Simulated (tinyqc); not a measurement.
What each parameter does: k.p values derived from sp3s* tight binding at Gamma.

At Gamma the states are two-level mixtures: s-like S+ (upper) and S- (lower) from [[Esa, Vss], [Vss, Esc]], p-like P- (valence) and P+ from [[Epa, Vxx], [Vxx, Epc]], and the bare s* levels. With real k in 1/angstrom and kz = 0, the phase sums over the four bonds are g0 = 1 - (a k/4)^2/2, g1 = i a kx/4, g3 = -(a/4)^2 kx ky to second order. Each mixture is written (anion, cation) with the anion part positive. c = hbar^2/2m0. No spin-orbit coupling.

Recipe: P = (a/4)(sa pc Vsapc + sc pa Vscpa) between an s and a p state ((a/4) pc Vxapc and (a/4) pa Vpaxc for s*), Ep = P^2/c for S+ to P-; m0/m = [-(a/4)^2 sa sc Vss + sum P^2/(E(S+) - E(P))]/c; L = d0 + F, M = d0 + H1, N = dN + F + H1 with d0 = -(a/4)^2 pa pc Vxx, dN = -2 (a/4)^2 pa pc Vxy, F = sum P^2/(E(P-) - E(s)) over the four s-like states, H1 = Q^2/(E(P-) - E(P+)), Q = (a/4) Vxy (pa p'c - pc p'a); g1 = -(L + 2M)/(3c), g2 = -(L - M)/(6c), g3 = -N/(6c).

Constants: hbar^2/2m0 = 3.80998211 eV angstrom^2.

Inputs chosen for the exercise (near a published set for InAs, fitted to gaps, whose masses and valley positions are rough; shifted at random, so the results belong to these values and not to a real crystal):
- a = 6.056 angstrom (lattice constant)
- Esa = -9.542 eV (s level of the anion)
- Epa = 0.911 eV (p level of the anion)
- Esc = -2.712 eV (s level of the cation)
- Epc = 3.715 eV (p level of the cation)
- Exa = 7.434 eV (s* level of the anion)
- Exc = 6.72 eV (s* level of the cation)
- Vss = -5.586 eV (s-s)
- Vxx = 1.841 eV (px-px)
- Vxy = 4.448 eV (px-py)
- Vsapc = 3.023 eV (s anion, p cation)
- Vscpa = 5.446 eV (s cation, p anion)
- Vxapc = 3.381 eV (s* anion, p cation)
- Vpaxc = 3.923 eV (p anion, s* cation)

The recipe applied anew.

Results for these values:

| case | EG (eV) | Ep (eV) | m (m0) | g1 | g2 | g3 |
|---|---|---|---|---|---|---|
| base | 0.4212 | 14.521 | 0.0303 | 13.170 | 5.520 | 6.022 |

What happens to each result for Epc = 3.865 eV, all else kept?

Answer: EG falls from 0.4212 to 0.3924; Ep rises from 14.521 to 14.577; m falls from 0.0303 to 0.0281; g1 rises from 13.170 to 14.038; g2 rises from 5.520 to 5.974; g3 rises from 6.022 to 6.467.

The same for each parameter in turn:

| case | EG (eV) | Ep (eV) | m (m0) | g1 | g2 | g3 |
|---|---|---|---|---|---|---|
| base | 0.4212 | 14.521 | 0.0303 | 13.170 | 5.520 | 6.022 |
| Exa = 7.584 eV | 0.4212 | 14.521 | 0.0303 | 13.169 | 5.519 | 6.021 |
| Esa = -9.392 eV | 0.4574 | 14.485 | 0.0332 | 12.234 | 5.051 | 5.554 |
| a = 6.106 angstrom | 0.4212 | 14.762 | 0.0299 | 13.389 | 5.611 | 6.122 |
| Vpaxc = 3.773 eV | 0.4212 | 14.521 | 0.0303 | 13.143 | 5.506 | 6.008 |
| Epa = 1.061 eV | 0.3016 | 14.457 | 0.0216 | 17.692 | 7.760 | 8.272 |
| Epc = 3.865 eV | 0.3924 | 14.577 | 0.0281 | 14.038 | 5.974 | 6.467 |
| Exc = 6.87 eV | 0.4212 | 14.521 | 0.0303 | 13.162 | 5.516 | 6.018 |

Exa, Vpaxc and Exc act through the s* states, which enter F alone and leave EG, Ep and m.

Computed by tinyqc, a small Python program: `OMP_NUM_THREADS=1 python tinyqc.py 1450915 1450916 out.jsonl` (the numbers bound the seed that draws the inputs); one thread of a shared host (Intel(R) Xeon(R) Processor @ 2.30GHz), about 0.01 s for the whole set of steps.
